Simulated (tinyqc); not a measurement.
Worked calculation: millisecond and nanosecond annealing: surface heating, thermal budget and solid-phase regrowth. Computed by tinyqc, a small Python program that keeps every step. Command: `OMP_NUM_THREADS=1 python tinyqc.py 3026643 3026644 out.jsonl flash walk`. One thread of a shared host (Intel(R) Xeon(R) Processor @ 2.30GHz), about 0.02 s of CPU time with the checks. Intermediate numbers are printed to about 5 digits and carried at full precision; extremes and crossings named in words are read from the listed rows.

A square pulse heats the surface of a thick wafer with constant thermal properties; losses by radiation are neglected and silicon melts at 1414 C.

Inputs (values chosen for the exercise, modelled on hot silicon with boron):
```
quantity                      value        unit
incident fluence              0.354      J/cm^2
pulse length t_p            6.4e-08           s
reflectance R                  0.55           -
thermal conductivity k         0.28    W/(cm K)
heat capacity per volume c     2.36  J/(cm^3 K)
preheat temperature T0          200           C
wafer thickness d               775          um
dopant prefactor D0           0.805      cm^2/s
dopant activation energy E     3.48          eV
regrowth prefactor v0       3.8e+08        cm/s
regrowth energy E_v            2.69          eV
amorphous layer                  58          nm
```

Source: pulsed laser.

Constants: k_B = 8.617333262e-05 eV/K.

## Peak temperature

Absorbed flux q = (1 - R) fluence/t_p; kappa = k/c. With f(z, t) = (2 q/k) sqrt(kappa t) ierfc(z/(2 sqrt(kappa t))), ierfc(x) = exp(-x^2)/sqrt(pi) - x erfc(x): T = T0 + f(z, t) during the pulse and T0 + f(z, t) - f(z, t - t_p) after it. At the surface the rise at the end of the pulse is 2 q sqrt(t_p/(pi k c)); the fluence that just melts the surface scales with (1414 - T0).

absorbed flux q = 2.4891e+06 W/cm^2

kappa = 0.11864 cm^2/s

thermal length sqrt(kappa t_p) = 0.87139 um

peak temperature = 1074.1 C

fluence at the melting threshold = 0.49167 J/cm^2

The heated layer is 0.11 % of the wafer thickness, so the cold bulk quenches the surface. Caution: cold silicon conducts heat several times better than the constant k used here, so the real melting fluence is higher.

## Temperature in depth and time

The formulas are those given above.

Temperature (C):
```
t/t_p  surface  z = 0.5 thermal lengths   z = 1   z = 2
0.10     476.4                   245.87  203.05  200.00
0.25     637.0                   354.65  238.93  200.76
0.50     818.1                   506.44  329.08  213.15
0.75     957.0                   631.87  421.53  240.78
1.00    1074.1                   740.82  509.29  277.86
1.10     840.3                   735.15  539.85  294.30
1.50     652.5                   621.06  540.43  351.92
2.00     562.1                   546.41  503.58  380.30
4.00     434.2                   430.02  417.90  375.53
10.00    341.8                   340.91  338.15  327.65
```

One tenth of a pulse length after the end the surface has lost 234 C: cooling starts as sqrt(t - t_p), much faster than heating ends.

## Thermal budget

Temperatures in kelvin are T(C) + 273.15. Integrate exp(-E/(k_B T(t))) at the surface from 0 to 10 t_p (Gauss-Legendre, 60 points in sqrt(t) up to t_p and 60 in sqrt(t - t_p) after it). (Dt) = D0 x integral with E; regrowth = v0 x integral with E_v; effective time = integral/exp(-E/(k_B T_peak)).

budget (Dt) = 4.8072e-22 cm^2

diffusion length 2 sqrt(Dt) = 4.3851e-04 nm

effective time over t_p = 0.097311

possible regrowth = 0.0026164 nm

Only 9.7 % of the pulse counts at the peak; the estimate 2 k_B T_peak^2/(E (T_peak - T0)) gives 10.3 %. The amorphous layer of 58 nm regrows only by 0.0045 % of its thickness. Caution: equilibrium diffusivities are used; implant damage enhances diffusion, and k and c vary with temperature. Caution: a diffusion length below the atomic spacing of 0.235 nm means about one jump per atom or fewer, so the profile does not change measurably.

## Same peak temperature, different pulse lengths

For each t_p the flux is set so that the peak temperature stays the same: q sqrt(t_p) is fixed.

Pulses:
```
t_p (s)   fluence (J/cm^2)  q (W/cm^2)  thermal length (um)  2 sqrt(Dt) (nm)  regrowth (nm)
1.00e-07        4.4250e-01  1.9912e+06           1.0892e+00       5.4813e-04     4.0882e-03
1.00e-06        1.3993e+00  6.2969e+05           3.4445e+00       1.7334e-03     4.0882e-02
1.00e-05        4.4250e+00  1.9912e+05           1.0892e+01       5.4813e-03     4.0882e-01
1.00e-04        1.3993e+01  6.2969e+04           3.4445e+01       1.7334e-02     4.0882e+00
3.00e-04        2.4237e+01  3.6355e+04           5.9660e+01       3.0023e-02     1.2265e+01
1.00e-03        4.4250e+01  1.9912e+04           1.0892e+02       5.4813e-02     4.0882e+01
3.00e-03        7.6643e+01  1.1496e+04           1.8866e+02       9.4940e-02     1.2265e+02
1.00e-02        1.3993e+02  6.2969e+03           3.4445e+02       1.7334e-01     4.0882e+02
```

Fluence and diffusion length grow as sqrt(t_p), regrowth as t_p. The layer of 58 nm regrows from t_p = 0.003 s on among these rows, at a diffusion length of 0.095 nm. Caution: the shortest pulses need a source absorbed within their thermal length, and the longest also heat the back of the wafer, which the thick-wafer formula leaves out.

Checks made by the program: heat stored at the end of the pulse against the absorbed fluence (relative difference below 1e-10).
